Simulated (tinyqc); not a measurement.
Mass anisotropy: shallow donor in an anisotropic valley (effective-mass theory).

One valley: H = -c [(d2/dx2 + d2/dy2)/mt + (d2/dz2)/ml] - q/(eps r), c = hbar^2/2m0, q = e^2/(4 pi eps0). Trial function exp(-sqrt((x^2 + y^2)/a^2 + z^2/b^2)) with a > b: T = (c/3)(2/(mt a^2) + 1/(ml b^2)), V = -(q/eps) atan(u/b)/u, u = sqrt(a^2 - b^2). The central cell of the impurity is left out.

Constants: hbar^2/2m0 = 3.80998211 eV angstrom^2; e^2/(4 pi eps0) = 14.39964547 eV angstrom; Ry = 13.60569312 eV; a0 (Bohr radius) = 0.5291772105 angstrom.

Inputs chosen for the exercise (out of a larger set: near those of AlAs; not measured data):

| symbol | value | unit | meaning |
|---|---|---|---|
| mt | 0.195 | m0 | transverse mass |
| eps | 9.7 |  | dielectric constant |
| xs | (1.2, 2.3, 2.8, 4.4, 7.6, 21, 50, 210) |  | ratios ml/mt |

mt and eps fixed, ml varied. Energies in units of Ry*(mt) = Ry mt/eps^2 and lengths in a*(mt) = a0 eps/mt; the last two columns use one mass, 3/(1/ml + 2/mt) or (ml mt^2)^(1/3).

Results:

| ml/mt | a/a* | b/a | binding | conductivity mass | density-of-states mass |
|---|---|---|---|---|---|
| 1.20 | 0.962 | 0.937 | 1.062 | 1.059 | 1.063 |
| 2.30 | 0.848 | 0.744 | 1.292 | 1.232 | 1.320 |
| 2.80 | 0.818 | 0.694 | 1.364 | 1.273 | 1.409 |
| 4.40 | 0.759 | 0.593 | 1.532 | 1.347 | 1.639 |
| 7.60 | 0.699 | 0.490 | 1.737 | 1.407 | 1.966 |
| 21.0 | 0.616 | 0.345 | 2.107 | 1.465 | 2.759 |
| 50.0 | 0.566 | 0.257 | 2.397 | 1.485 | 3.684 |
| 210 | 0.511 | 0.158 | 2.801 | 1.496 | 5.944 |

What can be read from this table?

The binding grows from 1.06 to 2.80 Ry*(mt); for ml going to infinity the exact problem becomes two-dimensional, with 4 Ry*. The conductivity mass saturates at 1.5 and underbinds, by 12 % at ml/mt = 4.4; the density-of-states mass errs by +7 % there and by +112 % in the last row. With these mt and eps one unit is 28.20 meV.

Run: tinyqc, `OMP_NUM_THREADS=1 python tinyqc.py 1251753 1251754 out.jsonl`; Intel(R) Xeon(R) Processor @ 2.30GHz, one thread, shared host; about 0.01 s of CPU time with all checks.
